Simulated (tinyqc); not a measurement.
## MOS inversion layer, Poisson-Schroedinger loop: effect of the extra shift of set B (strain)

Electrons confined at an insulator interface at z = 0, treated as a hard wall; parabolic valleys, Hartree approximation, no image or exchange terms. The depletion charge lies far deeper than the electrons and gives a uniform field q Nd/(eps0 eps_r); the gate balances all charge. Energies are counted from the band edge at the interface.

Schroedinger equation -(C/mz) psi'' + (V0 + U + dE for set B) psi = E psi, C = hbar^2/(2 m0), psi(0) = 0, on a uniform mesh of 800 nodes with a far wall at 27 nm, 8 levels a set; V0 = q Nd z/(eps0 eps_r); dU/dz = q (Ns - integral of n from 0 to z)/(eps0 eps_r), U(0) = 0; N_k = g md m0 q Vt/(pi hbar^2) ln(1 + exp((EF - E_k)/Vt)), g the number of valleys of the set, sum N_k = Ns. Triangular well: E_k = a_k (C F^2/mz)^(1/3), a_1 = 2.338107, a_2 = 4.087949, C = hbar^2/(2 m0), F in eV/nm. Fang-Howard (all electrons in the lowest level of set A): b^3 = 6 (mz1/C) q (Nd + 11 Ns/32)/(eps0 eps_r), centroid 3/b, level C b^2/(4 mz1) + (3/b) q (Nd + 11 Ns/16)/(eps0 eps_r). The centroid adds 3.9 z_av/eps_r to an oxide-equivalent thickness.

Inputs (values chosen for the exercise); masses and permittivity close to those of silicon (100):
- T = 200 K (temperature)
- eps_r = 11.8 (relative permittivity)
- mz1 = 0.928 m0 (mass along z of valley set A (2 valley(s)))
- md1 = 0.193 m0 (in-plane density-of-states mass of set A)
- mz2 = 0.192 m0 (mass along z of valley set B (4 valley(s)))
- md2 = 0.409 m0 (in-plane density-of-states mass of set B)
- Ns = 7.1e12 cm^-2 (sheet density of electrons)
- Nd = 1.2e11 cm^-2 (sheet density of depletion charge)

Constants: q = 1.602176634e-19 C, kB = 1.380649e-23 J/K, hbar = 1.054571817e-34 J s, m0 = 9.1093837015e-31 kg, Vt = kB T/q, eps0 = 8.8541878128e-14 F/cm where lengths are in cm, hbar^2/(2 m0) = 0.0380998212 eV nm^2. Results are converted to the units shown.

The same in every row: Fang-Howard centroid (nm) = 1.68.

Results:
```
dE (eV)  A1 (meV)  B1 (meV)  EF (meV)  share of A1 (%)  share of set A (%)  centroid z_av (nm)  added oxide equivalent (nm)
-0.05         170       196       180             39.4                40.2                2.61                        0.864
0.01          164       233       193             73.2                82.1                2.27                        0.751
0.04          162       257       195             80.6                94.9                2.20                        0.726
0.07          162       286       196             82.7                99.0                2.18                        0.719
0.1           162       316       196             83.1                99.8                2.17                        0.718
0.13          162       346       196             83.1                 100                2.17                        0.718
0.16          162       376       196             83.2                 100                2.17                        0.718
```

Estimate the missing row, dE = -0.02 eV.

Computed row:
```
dE (eV)  A1 (meV)  B1 (meV)  EF (meV)  share of A1 (%)  share of set A (%)  centroid z_av (nm)  added oxide equivalent (nm)
-0.02         167       213       188             58.5                61.8                2.43                        0.803
```

With this row back in the table: As dE goes from -0.05 to 0.16, A1 falls from 170 to 162 meV, the share of A1 rises from 39.4 to 83.2 % and the centroid falls from 2.61 to 2.17 nm. The Fang-Howard centroid is 36 % below the full one in the first row, where A1 holds 39.4 %, and 23 % below it in the last, where A1 holds 83.2 %.

Computed by the program tinyqc: `OMP_NUM_THREADS=1 python tinyqc.py 2160034 2160035 out.jsonl`, one thread of a shared Intel Xeon 2.30GHz, about 1 s for the whole run.
